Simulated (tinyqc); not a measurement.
Capacitance measurement on a leaky thin oxide: effects of series resistance and leakage: one step of the calculation.

The device is a capacitance C in parallel with a leakage conductance G, in series with Rs and Ls. An impedance meter reports either a parallel pair (Cp, Gp) from Y = 1/Z = Gp + i w Cp or a series pair (Cs, Rm) from Z = Rm + 1/(i w Cs); w = 2 pi f, dissipation D = Gp/(w |Cp|).

Task. True capacitance and conductance. EOT = 3.9 tox/eox; CET = EOT + zc + zp; C = 3.9 eps0 A/CET; G = Jg A/Vs.

Values chosen for this exercise; values of the order met in thin-oxide MOS capacitors: relative permittivity of the gate insulator (close to aluminium oxide) eox = 8.82; insulator thickness tox = 2.5 nm; gate area A = 400 um^2; oxide-equivalent thickness added by the accumulation layer zc = 0.57 nm; oxide-equivalent thickness added by gate depletion zp = 0 nm; gate leakage current density, not matched to the thickness Jg = 3.2 A/cm^2; voltage for an e-fold rise of the leakage Vs = 0.2 V.

Constants: eps0 = 8.8541878128e-14 F/cm where lengths are in cm. Results are converted to the units shown.

Wanted: EOT; CET; C; G.

Result.

EOT = 1.105 nm
CET = 1.675 nm
C = 8.244 pF
G = 64.00 uS

Program tinyqc, `OMP_NUM_THREADS=1 python tinyqc.py 2022134 2022135 out.jsonl`; Intel Xeon 2.30GHz, shared host, one thread, about 0.01 s.
